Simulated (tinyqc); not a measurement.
# Octagonal on-chip spiral inductor, lumped pi model: two studies

Outer diameter do = di + 2 n wd + 2 (n - 1) sp, mean da = (do + di)/2, fill p = (do - di)/(do + di), length l = 3.314 n da. L = 2.25 mu0 n^2 da/(1 + 3.55 p), mu0 = 4 pi 1e-7 H/m. Rs = rho l/(wd delta (1 - exp(-th/delta))), delta = sqrt(rho/(pi f mu0)). Cs = n wd^2 eps0 eo/hu across the coil. At each end Cox = l wd eps0 eo/(2 ho) leads to the substrate branch Rsi = 2 rs he/(l wd) in parallel with Csi = l wd eps0 11.7/(2 he). With one end grounded Y = 1/(Rs + i w L) + i w Cs + 1/[1/(i w Cox) + 1/(1/Rsi + i w Csi)], w = 2 pi f; Q = -Im Y/Re Y. Eddy currents in neighbouring turns and in the substrate are left out.

Parameters, values chosen for the exercise; values of the order met in silicon radio-frequency processes: number of turns n = 1.5; line width wd = 6 um; space between turns sp = 1.5 um; inner diameter di = 100 um; metal thickness th = 3 um; metal resistivity rho = 2.2 uohm cm; oxide below the coil ho = 5.3 um; oxide between coil and underpass hu = 1.1 um; relative permittivity of the oxide eo = 3.9; substrate resistivity rs = 1 ohm cm; effective spreading depth in the substrate he = 30 um; frequency f = 5.3 GHz.

Constants: eps0 = 8.8541878128e-12 F/m. Results are converted to the units shown.

Each table varies one quantity; the others keep the values above.

## Quality factor against frequency

Apparent inductance Im(1/Y)/w; share of the loss Re(substrate branch)/Re Y.

Results:
```
f (GHz)  Rs (ohm)  w L/Rs       Q  apparent inductance (nH)  loss in the substrate (%)
1.3         1.263   3.434   3.432                    0.5310                   0.002244
3.5         1.747   6.680   6.653                    0.5324                    0.07995
5.8         2.141   9.034   8.912                    0.5353                     0.4816
9.5         2.665   11.89   11.31                    0.5430                      2.658
15          3.306   15.13   12.64                    0.5613                      11.54
25          4.244   19.64   9.919                    0.6167                      40.89
41          5.428   25.19   4.134                    0.7661                      74.97
68          6.988   32.45  0.6145                    0.6603                      91.41
```

Estimate the missing row, f = 2.2 GHz.

Computed row:
```
f (GHz)  Rs (ohm)  w L/Rs      Q  apparent inductance (nH)  loss in the substrate (%)
2.2         1.482   4.951  4.944                    0.5314                    0.01503
```

With this row back in the table: Q goes from 3.43 through a maximum of 12.6 (at f = 15 GHz among the rows listed) to 0.614; the exact peak is 12.6 at 15.2 GHz and Q reaches zero at the self-resonance, 79.5 GHz. The share of the substrate rises from 0.00224 to 91.4 %, and the apparent inductance ends at 1.24 times L. At the peak the substrate takes 11.9 % of the loss. For f = 68 the coil is longer than 0.15 of a wavelength in the oxide, where one lumped section is rough.

## Effect of the oxide below the coil

Same model as above.

Peak Q and its frequency from a search over f; self-resonance where Im Y = 0; Q at the given f (negative beyond resonance).

The same in every row: L (nH) = 0.5308; do (um) = 119.5.

Results:
```
ho (um)  peak Q  f of the peak (GHz)  self-resonance (GHz)  Q at f
1         7.883                6.619                 74.57   7.644
2         9.612                9.210                 72.79   8.230
5         12.44                14.72                 78.66   8.475
7         13.63                17.55                 84.14   8.508
10        14.99                21.16                 91.56   8.529
15        16.65                26.11                 101.4   8.543
```

Estimate the missing row, ho = 3 um.

Computed row:
```
ho (um)  peak Q  f of the peak (GHz)  self-resonance (GHz)  Q at f
3         10.78                11.30                 73.77   8.380
```

With this row back in the table: As ho goes from 1 to 15, L stays at 0.531 nH, the peak Q rises from 7.88 to 16.6, its frequency rises from 6.62 to 26.1 GHz and the self-resonance goes from 74.6 through a minimum of 72.8 (at ho = 2 among the rows listed) to 101 GHz.

Program tinyqc, `OMP_NUM_THREADS=1 python tinyqc.py 2302091 2302092 out.jsonl`; Intel Xeon 2.30GHz, shared host, one thread, about 0.01 s.
